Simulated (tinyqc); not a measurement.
Coherent transport through a tight-binding region between two chains, step by step. Computed by tinyqc, a small Python program that keeps every step. Settings: temperature = 77, mu = -0.47. Command: `OMP_NUM_THREADS=1 python tinyqc.py 22524 22525 out.jsonl` (the two numbers bound the seeds that draw the settings). One thread of a shared host (Intel(R) Xeon(R) Processor @ 2.60GHz), about 0.09 s of CPU time with the checks.

## Transmission at E = 0.72 eV

H of the central region (eV):
```
[[0.8000, -1.0300, 0.0000, -1.0300],
 [-1.0300, 0.1100, -1.0300, 0.0000],
 [0.0000, -1.0300, 0.8700, -1.0300],
 [-1.0300, 0.0000, -1.0300, -0.3100]]
```

Leads: semi-infinite chains with site energy 0:
```
parameter                           value
lead hopping t (eV)              1.630000
coupling to the left lead (eV)   0.310000
coupling to the right lead (eV)  1.440000
left contact site                       1
right contact site                      4
```

E = 0.7200 eV

Surface Green function g = (E - i sqrt(4 t^2 - E^2)) / (2 t^2); self-energy tc^2 g on each contact site; G = (E - H - Sigma)^(-1); Gamma = -2 Im Sigma; T = Gamma_L Gamma_R |G_LR|^2; local density of states -Im G_ii / pi.

g = 0.1355-0.5983i 1/eV

G (1/eV):
```
[[-4.0124-1.0305i, 0.3868+0.2220i, 3.7833+0.8991i, 0.1641-0.0911i],
 [0.3868+0.2220i, 0.4374-0.3570i, 0.3250-0.0106i, -0.3901+0.3554i],
 [3.7833+0.8991i, 0.3250-0.0106i, -3.9758-0.8928i, 0.0669-0.1194i],
 [0.1641-0.0911i, -0.3901+0.3554i, 0.0669-0.1194i, 0.3998-0.3728i]]
```

local density of states (1/eV): [0.3280, 0.1136, 0.2842, 0.1187]

transmission = 0.0101

## Transmission across the band

The same steps on a grid of energies.

T(E):
```
E (eV)          T
-3.097000  0.0030
-2.787300  0.0125
-2.477600  0.0281
-2.167900  0.0473
-1.858200  0.0628
-1.548500  0.0701
-1.238800  0.0694
-0.929100  0.0602
-0.619400  0.0385
-0.309700  0.0123
0.000000   0.0006
0.309700   0.0014
0.619400   0.0068
0.929100   0.0045
1.238800   0.0141
1.548500   0.0222
1.858200   0.0344
2.167900   0.0594
2.477600   0.1235
2.787300   0.1347
3.097000   0.0163
```

levels of the isolated region (eV): [-1.7613, -0.0904, 0.8347, 2.4870]

## Current

I = (2e/h) int T(E) [f(E - mu - V/2) - f(E - mu + V/2)] dE at 77 K with mu = -0.47 eV, the bias not changing H; 2e^2/h = 77.48092 microsiemens; the integral runs over the band on 4001 points.

Current:
```
V (volt)  I (microampere)
0.0100             0.0193
0.0500             0.0967
0.1000             0.1936
0.2000             0.3886
0.4000             0.7879
0.8000             1.6497
```
